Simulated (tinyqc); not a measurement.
## Doping from the body effect

Question. The threshold of a long MOSFET, counted against the source, shifts by gamma (sqrt(2 phiF + Vsb) - sqrt(2 phiF)) with gamma = sqrt(2 eps0 eps_r q N)/Cox. Find 2 phiF, gamma and N from two shifts.

Inputs (values chosen for the exercise): relative permittivity eps_r = 16.

Constants: q = 1.602176634e-19 C, eps0 = 8.8541878128e-14 F/cm where lengths are in cm. Results are converted to the units shown.

|VT - VT(0)| at source-body biases 1.1 and 3.2 V (V): 0.15661118  0.33999905
Cox = 0.84222762 uF/cm^2

Answer. The ratio of the shifts depends on 2 phiF alone and rises steadily with it, so it fixes 2 phiF; either shift then gives gamma, and gamma gives N.

2 phiF = 0.4770 V
gamma = 0.2771 V^0.5
N = 1.200e17 cm^-3

Program tinyqc, `OMP_NUM_THREADS=1 python tinyqc.py 2060129 2060130 out.jsonl`; Intel Xeon 2.30GHz, shared host, one thread, about 0.01 s.
